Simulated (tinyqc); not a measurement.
# Reverse leakage of an n+-p junction: diffusion, generation, trap-assisted and band-to-band tunnelling: leakage components against the temperature

One-sided abrupt junction in the depletion approximation, x from the junction (0) to W on the p side, field F = F0 (1 - x/W). Flat quasi-Fermi levels, long p side. Traps generate through SRH with both lifetimes shortened by 1 + Gamma (Hurkx enhancement, form for moderate fields); band-to-band generation is local and needs a total bending above Eg.

Nc and Nv are given at 250 K and scale as (T/250 K)^1.5; all else is held fixed. ni = sqrt(Nc Nv) exp(-Eg/(2 Vt)), Eg in volts; Vbi = Vt ln(Na Nd/ni^2); W = sqrt(2 eps0 eps_r (Vbi + VR)/(q Na)); F0 = 2 (Vbi + VR)/W; FG = sqrt(24 mt m0 (kB T)^3)/(q hbar); J_diff = q ni^2 sqrt(Dn/tau)(1 - exp(-VR/Vt))/Na. u = (Vbi + VR)(1 - x/W)^2, p = Na exp(-u/Vt), n = Nd exp((u - Vbi - VR)/Vt); G0 = ni^2 (1 - exp(-VR/Vt))/(tau (n + p + 2 ni cosh(Et/Vt))); Gamma = 2 sqrt(3 pi)(F/FG) exp((F/FG)^2); trap-assisted part G0 Gamma; G_bb = Ab F^2.5 exp(-Bb/F) with F in V/cm, zero unless Vbi + VR > Eg. Currents are q times the integrals over 0 to W; J_bb under 1e-8 of J is printed as 0; rows with F0/FG above 2.2, beyond the range of this Gamma, are left out.

Parameters, values chosen for the exercise; band and dielectric values close to those of silicon:
- Eg = 1.12 eV (band gap)
- eps_r = 11.7 (relative permittivity)
- Nc = 2.15e19 cm^-3 (conduction-band density of states at the reference temperature)
- Nv = 1.99e19 cm^-3 (valence-band density of states at the reference temperature)
- Na = 5.8e16 cm^-3 (acceptor density of the lighter side)
- Nd = 5e19 cm^-3 (donor density of the heavier side)
- tau = 9e-8 s (SRH lifetime of both carriers at zero field)
- Et = -0.03 eV (trap level above the intrinsic level)
- mt = 0.27 m0 (tunnelling mass)
- Dn = 11 cm^2/s (electron diffusion coefficient on the lighter side)
- Ab = 5.5e14 cm^-0.5 V^-2.5 s^-1 (band-to-band prefactor)
- Bb = 1.85e7 V/cm (band-to-band field constant)
- VR = 1.1 V (reverse bias)

Constants: q = 1.602176634e-19 C, kB = 1.380649e-23 J/K, hbar = 1.054571817e-34 J s, m0 = 9.1093837015e-31 kg, Vt = kB T/q, eps0 = 8.8541878128e-14 F/cm where lengths are in cm. Results are converted to the units shown.

The same in every row: J_bb (A/cm^2) = 0.

Leakage components against the temperature:
```
T (K)	F0 (kV/cm)	F0/FG	J_diff (A/cm^2)	J_SRH (A/cm^2)	J_TAT (A/cm^2)	J (A/cm^2)	largest part
220	196	0.813	1.96e-19	8.09e-12	3.61e-11	4.42e-11	trap-assisted tunnelling
250	195	0.668	3.45e-16	4.08e-10	1.34e-9	1.75e-9	trap-assisted tunnelling
280	194	0.560	1.27e-13	9.05e-9	2.32e-8	3.22e-8	trap-assisted tunnelling
310	193	0.479	1.54e-11	1.12e-7	2.32e-7	3.44e-7	trap-assisted tunnelling
340	192	0.414	8.23e-10	8.96e-7	1.56e-6	2.45e-6	trap-assisted tunnelling
370	191	0.363	2.35e-8	5.19e-6	7.67e-6	1.29e-5	trap-assisted tunnelling
400	189	0.321	4.14e-7	2.33e-5	2.98e-5	5.36e-5	trap-assisted tunnelling
430	188	0.286	4.96e-6	8.60e-5	9.57e-5	1.87e-4	trap-assisted tunnelling
```

J rises from 4.42e-11 to 1.87e-4 A/cm^2. Trap-assisted tunnelling leads at T = 220 and in all other rows. Activation energies over the table: 1.20 eV for diffusion (Eg = 1.12 eV, raised by the T^3 of ni^2), 0.628 eV for SRH generation (Eg/2 + |Et| = 0.590 eV), 0.574 eV for the trap-assisted part, lower since Gamma grows on cooling; the total shows 0.581 eV at the cold end and 0.617 eV at the hot end.

Range of the model: The n+ side is degenerate, so Vbi from Boltzmann statistics is only a guide.

tinyqc, about 0.01 s, one thread, Intel Xeon 2.30GHz (shared host): `OMP_NUM_THREADS=1 python tinyqc.py 2290087 2290088 out.jsonl`
